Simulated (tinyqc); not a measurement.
Comparisons within one model: six-band hole subbands of a thin body in a field. A value that a table varies takes the place of the one given here.

Basis X, Y, Z times spin, hole energies counted downwards from the unstrained edge (the hydrostatic shift is left out), c = hbar^2/2m0. For a symmetric tensor T let C(T) have C_XX = L Txx + M (Tyy + Tzz), C_XY = N Txy (cyclic), L = c (g1 + 4 g2), M = c (g1 - 2 g2), N = 6 c g3. k = q + kz n, n the unit normal, q = k1 u + k2 v with u along the channel [1-10] and v = n x u. H = C(k k^T) + (Dso/3)(1 - L.sigma) - B + e F z with (L_k)_ij = -i epsilon_kij; B is the block C built from the traceless strain with 2b, -b and sqrt(3) d in place of L, M, N. Strain: exx = eyy = (s11 + s12) sx/2, ezz = s12 sx, exy = -s44 sx/4. Hard walls at z = 0 and t; basis sin(j pi z/t), j = 1 to Nz: kz^2 = (j pi/t)^2, kz = -i D with D_jl = 4 j l/(t (j^2 - l^2)), z_jj = t/2 and z_jl = -8 t j l/(pi (j^2 - l^2))^2 for j + l odd; 1 MV/cm = 0.01 eV/angstrom.

Nz = 14. E1 is the top subband at q = 0, gap the distance to the next pair, and the masses are c q^2/(E(q) - E1) at |q| = 0.02 1/angstrom (mean of the spin pair) along the channel [1-10] and across it in the plane; a dash marks a band that does not rise.

Constants: hbar^2/2m0 = 3.80998211 eV angstrom^2.

Parameters, chosen for this exercise (near those of a p-type Ge channel; shifted at random, so the results belong to these values and not to a real crystal):
- g1 = 13.41 (Luttinger gamma1)
- g2 = 4.22 (gamma2)
- g3 = 5.68 (gamma3)
- Dso = 0.294 eV (spin-orbit splitting)
- b = -2.59 eV (tetragonal potential)
- d = -5.31 eV (trigonal potential)
- S = (9.75, -2.72, 14.91) 1/TPa (compliances s11, s12, s44)
- face = 110 (surface)
- t = 80 angstrom (body thickness)
- F = 0.5 MV/cm (field across the body)
- sx = -2 GPa (stress along the channel [1-10], negative in compression)

## Stress along the channel

Each row has its own sx.

Results:
```
sx (GPa)  E1 (meV)  gap (meV)  m channel  m across
-3.0           9.3       70.3      0.039     0.185
-2.0          54.7       71.2      0.040     0.178
-1.0          97.3       72.8      0.044     0.164
-0.5         116.5       74.0      0.047     0.153
0.0          133.4       75.3      0.052     0.138
0.5          146.5       76.8      0.059     0.118
1.0          154.2       79.8      0.072     0.097
```

Under 2 GPa of compression the channel mass goes from 0.052 to 0.040 m0, the mass across from 0.138 to 0.178; the gap to the next subband is 71, 75 and 80 meV at -2, 0 and +1 GPa. The lightest channel mass of the table, 0.039 m0, is at -3.0 GPa.

## Surface orientation and number of bands

Three faces, six bands; and four bands, with Dso set to 1000 eV.

Results:
```
case           E1 (meV)  gap (meV)  m channel  m across
(001) 6 bands     123.9      141.2      0.050     0.267
(001) 4 bands     143.1      141.3      0.064     0.111
(110) 6 bands      54.7       71.2      0.040     0.178
(110) 4 bands     118.5      111.4      0.051     0.110
(111) 6 bands      82.0      101.5      0.046     0.193
(111) 4 bands     107.0      101.2      0.060     0.080
```

With six bands the top subband is shallowest on (110) (54.7 meV) and deepest on (001). Without the stress E1 would be 182.3, 133.4 and 135.6 meV, so the stress moves it by -58.4, -78.7 and -53.7 meV. The lightest channel mass is on (110) (0.040 m0). Dropping the split-off band moves E1 by 19.3, 63.8 and 25.0 meV and the gap by 0.2, 40.2 and -0.3 meV on the three faces, with Dso = 294 meV.

## What each parameter does

Six bands. Each row changes one parameter from the base and keeps the others.

Results:
```
case             E1 (meV)  gap (meV)  m channel (m0)  m across (m0)
base                 54.7       71.2           0.040          0.178
t = 70 angstrom      54.7       71.3           0.040          0.177
F = 0.8 MV/cm        91.9       94.7           0.041          0.182
sx = -2.5 GPa        32.3       70.7           0.039          0.182
g3 = 5.28            85.2      101.4           0.041          0.164
g2 = 4.85            70.7       89.5           0.043          0.198
Dso = 0.441 eV       70.8       76.7           0.042          0.163
d = -4.25 eV         67.2       71.4           0.041          0.177
```

The largest shifts from the base row, up to three for each result and ties (the steps differ in size, so this ranks the rows, not the parameters). E1 (meV): F +37.2, g3 +30.5, sx -22.5; unchanged at the printed digits by t. gap (meV): g3 +30.1, F +23.5, g2 +18.2. m channel (m0): g2 +0.003, Dso +0.001, sx -0.001, g3 +0.001, d +0.001; unchanged at the printed digits by t. m across (m0): g2 +0.020, Dso -0.015, g3 -0.014.

Program tinyqc; command `OMP_NUM_THREADS=1 python tinyqc.py 1280603 1280604 out.jsonl`; about 0.3 s on one thread of a shared Intel(R) Xeon(R) Processor @ 2.30GHz.
